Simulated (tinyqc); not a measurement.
Random telegraph noise from one oxide trap in a small MOSFET: one step of the calculation.

An acceptor-like trap exchanges electrons with the channel. Inversion charge Q = Cox u, u = n Vt W0(exp((Vg - VT)/(n Vt))), W0 the Lambert function, n = nf, Cox = eps0 eox/tox; linear regime Id = (W/L) mu Q Vd. Relative to threshold the surface potential rises by Vt ln(u/u0) and the oxide voltage by the rest of Vg - VT, with u0 = n Vt W0(1).

Task. Trap level, time constants and occupancy. N = Cox u/q; dpsi = Vt ln(u/u0); E = E0 - dpsi - (xt/tox)(Vg - VT - dpsi); capture time tc = 1/[(N/zi) vth s0 exp(-xt/lt - EB/Vt)]; emission time te = tc exp(-E/Vt); occupancy te/(tc + te).

Inputs (values chosen for the exercise); values of the order met in silicon transistors:

| symbol | value | unit | meaning |
|---|---|---|---|
| T | 250 | K | temperature |
| eox | 3.9 |  | relative permittivity of the gate insulator (close to silicon dioxide) |
| tox | 2.6 | nm | insulator thickness |
| xt | 0.86 | nm | depth of the trap from the channel interface |
| E0 | 0 | eV | trap level above the channel Fermi level at threshold |
| s0 | 6e-16 | cm^2 | capture prefactor |
| EB | 0.51 | eV | capture barrier (lattice relaxation) |
| lt | 0.15 | nm | tunnelling decay length |
| vth | 2e7 | cm/s | thermal velocity |
| zi | 2.8 | nm | thickness of the inversion layer |
| VT | 0.48 | V | threshold voltage |
| nf | 1.07 |  | body factor |
| Vg | 0.53 | V | gate voltage |

Constants: q = 1.602176634e-19 C, kB = 1.380649e-23 J/K, Vt = kB T/q, eps0 = 8.8541878128e-14 F/cm where lengths are in cm. Results are converted to the units shown.

Give: u; N; dpsi; E; tc; te; occupancy.

Result.

u = 0.03830 V
N = 3.175e11 cm^-2
dpsi = 0.02315 V
E = -0.03203 eV
tc = 433.9 s
te = 1919 s
occupancy = 0.8156

The trap lies 1.5 Vt below the Fermi level, so it is filled 81.6 % of the time.

Range of the model: VT is taken as given; short-channel effects and the uneven flow of current among few electrons are left out.

tinyqc, about 0.01 s, one thread, Intel Xeon 2.30GHz (shared host): `OMP_NUM_THREADS=1 python tinyqc.py 2710122 2710123 out.jsonl`
